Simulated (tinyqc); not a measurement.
Ways to reach the isolated limit: finite-size error of a charged defect in a periodic cell: Madelung and Makov-Payne terms. Computed by tinyqc, a small Python program. Command: `OMP_NUM_THREADS=1 python tinyqc.py 3001338 3001339 out.jsonl imagecharge walk`. One thread of a shared host (Intel(R) Xeon(R) Processor @ 2.30GHz), about 0.02 s of CPU time with the checks.

L is the cube root of the cell volume. The defect charge is a Gaussian, rho(r) = q (2 pi sigma^2)^(-3/2) exp(-r^2/2 sigma^2), repeated periodically in a uniform neutralising background and screened by a continuum. The model cell energy is E(L) = E_0 + [periodic - isolated electrostatic energy].

Inputs (values chosen for the exercise, with screening close to that of InP):
```
quantity                                     value      unit
charge q                                        -3         e
cell length L                                 9.72  angstrom
dielectric constant eps                       12.7         -
width sigma of the defect charge               1.5  angstrom
formation energy of the isolated defect E_0  3.452        eV
```

Supercell lattice: sc. Screening: isotropic.

scatter added to the six cells, standing for numerical noise (meV): -11  6.4  -19  4.3  -17  -3.6

Constants: e^2/(4 pi eps_0) = 14.39964548 eV angstrom.

Method:
- Cell vectors: (1,0,0), (0,1,0), (0,0,1), scaled to volume L^3.
- Ewald sum for a unit point charge: scale each Cartesian component of the cell by 1/sqrt(eps_i), giving R', G' and V'; E = [ (1/2) sum erfc(eta R')/R' + (2 pi/V') sum exp(-G'^2/4 eta^2)/G'^2 - eta/sqrt(pi) - pi/(2 V' eta^2) ] e^2/(4 pi eps_0) / sqrt(eps_x eps_y eps_z), over n_i = -6..6, omitting n = (0,0,0), eta = 2/V'^(1/3). alpha = -2 E eps_g L/(e^2/(4 pi eps_0)), eps_g = (eps_x eps_y eps_z)^(1/3).
- Periodic energy of the Gaussian: (2 pi q^2/V) sum_(G != 0) exp(-sigma^2 G^2)/(G.eps.G) x e^2/(4 pi eps_0), n_i = -k..k with k = max(9, L/sigma rounded up). Isolated energy: q^2/(2 sqrt(pi) sigma) <1/(n.eps.n)> e^2/(4 pi eps_0), the mean over directions n, here 1/eps.
- Cells of the same shape with L scaled by 0.7, 0.85, 1, 1.25, 1.5 and 2; the scatter is added to E(L).
- The point-charge correction scales as 1/L from its value at the input L.
- Least-squares fits of E(L) to a + b/L, a + c/L^3 or a + b/L + c/L^3; the estimate is a, and errors are against E_0.

Scaling data:
```
L (angstrom)  1/L (1/angstrom)  E(L) (eV)  E(L) + point-charge correction (eV)
6.804                 0.146972    1.76528                              3.89293
8.262                 0.121036    1.96165                              3.71383
9.720                 0.102881    2.10072                              3.59008
12.150                0.082305    2.34524                              3.53673
14.580                0.068587    2.48864                              3.48155
19.440                0.051440    2.72336                              3.46804
```

point-charge correction -q^2 E = 1.48936 eV

nearest image = 9.72 angstrom

Estimates of E_0:
```
way                              estimate (eV)  error (meV)
largest cell, uncorrected               2.7234      -728.64
largest cell, point-charge term         3.4680        16.04
1/L fit, three smallest                 2.8828      -569.21
1/L fit, all six                        3.1860      -265.98
1/L^3 fit, all six                      2.5687      -883.33
1/L and 1/L^3, three smallest           2.9039      -548.06
1/L and 1/L^3, all six                  3.4337       -18.27
corrected data, 1/L^3 fit               3.4467        -5.34
```

coefficient b of the full fit = -14.263 eV angstrom

Best here: corrected data, 1/L^3 fit (-5.3 meV); worst: 1/L^3 fit, all six (-883 meV). The fitted b is 98.5 % of the Madelung value -q^2 alpha e^2/(8 pi eps_0 eps_g), so such a fit also measures the screening. A pure 1/L fit lands below E_0, because the positive 1/L^3 term flattens the small-cell points.

Extremes, crossings and ranges named in words are read from the listed rows.
